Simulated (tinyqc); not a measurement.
Width of layer A: type-II superlattice in the two-band Kane model.

Motion along the axis, period d = a + b, c = hbar^2/2m0. Conduction and light-hole bands couple: (E - Ec)(E - Ev) = Ep c k^2 in each layer, with mass m(E) = (E - Ev)/Ep, which may be negative. The conduction envelope psi and psi'/m(E) are continuous; a layer carries them by [[cos kt, (m/k) sin kt], [-(k/m) sin kt, cos kt]] (cosh and sinh for k^2 < 0), and cos(q d) = tr(M_B M_A)/2. C1 is the first miniband above EvB, with its bottom at tr/2 = +1 and its top at -1; the gap is the bottom of C1 less the top heavy-hole level HH1.

Heavy holes are uncoupled: with e = EvB - E, p = sqrt(mhB e/c), w = sqrt(mhA (EvB - EvA - e)/c), the top level HH1 at q = 0 solves (p/mhB) tan(p b/2) = (w/mhA) tanh(w a/2).

Constants: hbar^2/2m0 = 3.80998211 eV angstrom^2; hc = 1239.841984 eV nm.

Values chosen for the exercise (near those of an InAs/GaSb superlattice; shifted at random, so the results belong to these values and not to a real crystal):

| symbol | value | unit | meaning |
|---|---|---|---|
| b | 33 | angstrom | layer B |
| EcA | 0 | eV | conduction edge of A |
| EvA | -0.422 | eV | valence edge of A |
| EcB | 0.979 | eV | conduction edge of B |
| EvB | 0.165 | eV | valence edge of B |
| EpA | 14.1 | eV | coupling energy in A |
| EpB | 17.9 | eV | coupling energy in B |
| mhA | 0.34 | m0 | heavy hole in A |
| mhB | 0.28 | m0 | heavy hole in B |
| As | (21, 30, 39, 43, 55, 62, 75) | angstrom | widths of layer A |

Bottom of C1 (tr/2 = +1, above EvB), HH1, the gap and hc/gap; widths at which C1 no longer starts above EvB are left out.

Results:

| a (angstrom) | C1 (eV) | HH1 (eV) | gap (meV) | cut-off (micrometre) |
|---|---|---|---|---|
| 21 | 0.4678 | 0.0955 | 372.3 | 3.33 |
| 30 | 0.3519 | 0.0949 | 257.0 | 4.82 |
| 39 | 0.2737 | 0.0948 | 178.9 | 6.93 |
| 43 | 0.2470 | 0.0948 | 152.1 | 8.15 |
| 55 | 0.1864 | 0.0948 | 91.6 | 13.53 |

From a = 21 to 55 angstrom C1 falls by 281 meV while HH1 moves by -0.7 meV, so layer A tunes the gap, from 372 to 92 meV. The cut-off shifts by 0.166 micrometre per angstrom at the thin end and 0.449 at the thick end: long wavelengths need tight control of the thickness.

(tinyqc, `OMP_NUM_THREADS=1 python tinyqc.py 1252606 1252607 out.jsonl`, Intel(R) Xeon(R) Processor @ 2.30GHz, 1 thread, shared host, about 0.1 s.)
